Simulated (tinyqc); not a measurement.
Round or elliptic silicon nanowire with anisotropic valleys (Ritz method): sweeps and comparisons. A value that a table varies takes the place of the one given here.

Wire along x = [110] on a (001) wafer, y = [-110], z = [001]. Valley groups (w = inverse masses): A, two valleys along z: w_y = 1/mt, w_z = 1/ml, m_x = mt; B, four valleys in the wafer plane: w_y = (1/ml + 1/mt)/2, w_z = 1/mt, m_x = (ml + mt)/2.

Hard wall on the ellipse (y/a)^2 + (z/b)^2 = 1, c = hbar^2/2m0. With u = y/a, v = z/b the operator is -c [(w_y/a^2) d2/du2 + (w_z/b^2) d2/dv2] on the unit disc. Basis (1 - u^2 - v^2) u^i v^j; S, X and Y are the disc integrals of f f', (df/du)(df'/du) and (df/dv)(df'/dv), from the integral of u^p v^q = 2 Gamma((p+1)/2) Gamma((q+1)/2)/((p + q + 2) Gamma((p+q+2)/2)) for even p, q; H = c (w_y X/a^2 + w_z Y/b^2).

Converged values use 21 functions of each parity class (e or o in u, then in v).

Constants: hbar^2/2m0 = 3.80998211 eV angstrom^2.

Parameters, chosen for this exercise (near those of a Si nanowire; shifted at random, so the results belong to these values and not to a real crystal): ml = 0.903 m0 (longitudinal mass); mt = 0.192 m0 (transverse mass); a = 36 angstrom (semi-axis along y); b = 36 angstrom (semi-axis along z); asp = (0.4, 0.6, 0.8, 1, 1.3, 1.8, 2.5) (ratios a/b); area = 40.7 nm^2 (cross-section, kept fixed); hw = 1 (height over mean width).

## Size of the basis

Lowest level of each group with 1, 3, 6 and 21 even functions.

Levels (meV):
```
functions      A      B
1          55.70  73.78
3          52.85  71.01
6          52.80  71.00
21         52.80  71.00
```

One function errs by 5.5 % for A and 3.9 % for B, six by 0.00028 and 2e-05 meV. The error grows with the axis ratio of the stretched ellipse (2.17, 1.28); for a circle it is 6/5.783 - 1 = 3.7 %.

## Flattening the wire at fixed area

a = sqrt(area x ratio/pi), b = a/ratio, 1 nm^2 = 100 angstrom^2; lowest level of each group.

Levels (eV):
```
a/b  a (angstrom)  b (angstrom)       A       B
0.4          22.8          56.9  0.1067  0.0838
0.6          27.9          46.5  0.0760  0.0712
0.8          32.2          40.2  0.0612  0.0690
1.0          36.0          36.0  0.0528  0.0710
1.3          41.0          31.6  0.0460  0.0777
1.8          48.3          26.8  0.0415  0.0928
2.5          56.9          22.8  0.0412  0.1170
```

Each group is lowest where its stretched ellipse is a circle, at a/b = sqrt(w_y/w_z): 2.17 for A and 0.78 for B. The lowest group is B in the first row and A in the last, crossing between a/b = 0.6 and 0.8; B - A is -23 meV in the first row and +76 meV in the last.

## Shape of the cross-section

Equal area, hard walls, lowest level of -c (w_y d2/dy2 + w_z d2/dz2), c = hbar^2/2m0. Rectangle W x H with H/W = hw; ellipse with b/a = hw; trapezoid of height H, base W/0.8 and top 0.6 of the base; isosceles triangle of height H and base 2W. Ellipse, trapezoid and triangle by converged Ritz bases; 1 nm^2 = 100 angstrom^2.

Levels:
```
shape      A (eV)  B (eV)  B - A (meV)
rectangle  0.0584  0.0773         18.9
ellipse    0.0528  0.0710         18.2
trapezoid  0.0574  0.0788         21.4
triangle   0.0519  0.1023         50.3
```

W = 63.8 angstrom
H = 63.8 angstrom

For group A the order is triangle, ellipse, trapezoid, rectangle, spanning 12 %. For group B the order is ellipse, rectangle, trapezoid, triangle, spanning 44 %. The ellipse lies below the rectangle for both groups, since corners hold little of the wave function. The triangle is lowest for A, whose light mass lies across the width and gains from the wide base. The spacing B - A of the valley groups runs from 18 to 50 meV.

## What each parameter does

Lowest level of groups A and B. Each row changes one parameter from the base and keeps the others.

Results:
```
case             A (eV)  B (eV)  B - A (meV)
base             0.0528  0.0710         18.2
a = 34 angstrom  0.0579  0.0743         16.4
b = 34 angstrom  0.0541  0.0763         22.2
ml = 1.011 m0    0.0517  0.0705         18.8
mt = 0.211 m0    0.0490  0.0650         16.1
```

The largest shifts from the base row, up to three for each result and ties (the steps differ in size, so this ranks the rows, not the parameters). A (eV): a +0.0051, mt -0.0038, b +0.0012. B (eV): mt -0.0060, b +0.0053, a +0.0033. B - A (meV): b +4.0, mt -2.1, a -1.8.

Computed by tinyqc, a small Python program: `OMP_NUM_THREADS=1 python tinyqc.py 1281779 1281780 out.jsonl` (the numbers bound the seed that draws the inputs); one thread of a shared host (Intel(R) Xeon(R) Processor @ 2.30GHz), about 0.04 s for the whole set of steps.
